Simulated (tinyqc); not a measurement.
## Electron density from the filling shift

Inverse problem. At zero temperature the Burstein-Moss shift of one parabolic valley is (C/me + C/mh) kF^2 with kF = (3 pi^2 n)^(1/3), C = hbar^2/(2 m0). Find kF and n.

Inputs (values chosen for the exercise): electron mass me = 0.0676 m0; hole mass mh = 0.491 m0.

Constants: q = 1.602176634e-19 C, hbar = 1.054571817e-34 J s, m0 = 9.1093837015e-31 kg, hbar^2/(2 m0) = 0.0380998212 eV nm^2. Results are converted to the units shown.

filling shift = 339.29067 meV

Solution. The shift gives kF^2, and n = kF^3/(3 pi^2).

kF = 0.727 1/nm
n = 1.30e19 cm^-3

Numbers from tinyqc (`OMP_NUM_THREADS=1 python tinyqc.py 2330075 2330076 out.jsonl`; about 0.01 s on one thread of a shared Intel Xeon 2.30GHz).
